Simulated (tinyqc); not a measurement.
## Electron density from the centroid

Problem. In the Fang-Howard model the centroid is 3/b with b^3 = 6 (mz1/C) q (Nd + 11 Ns/32)/(eps0 eps_r), C = hbar^2/(2 m0), the field in eV/nm. Find b and Ns.

Inputs (values chosen for the exercise); masses and permittivity close to those of In0.53Ga0.47As:
- eps_r = 14 (relative permittivity)
- mz1 = 0.0415 m0 (mass along z of valley set A (1 valley(s)))
- Nd = 2.5e12 cm^-2 (sheet density of depletion charge)

Constants: q = 1.602176634e-19 C, hbar = 1.054571817e-34 J s, m0 = 9.1093837015e-31 kg, eps0 = 8.8541878128e-14 F/cm where lengths are in cm, hbar^2/(2 m0) = 0.0380998212 eV nm^2. Results are converted to the units shown.

centroid = 4.8298967 nm

Solution. b = 3/centroid gives Nd + 11 Ns/32, from which the depletion charge is taken off.

b = 0.621 1/nm
Ns = 9.80e11 cm^-2

Computed by the program tinyqc: `OMP_NUM_THREADS=1 python tinyqc.py 2160080 2160081 out.jsonl`, one thread of a shared Intel Xeon 2.30GHz, about 0.4 s for the whole run.
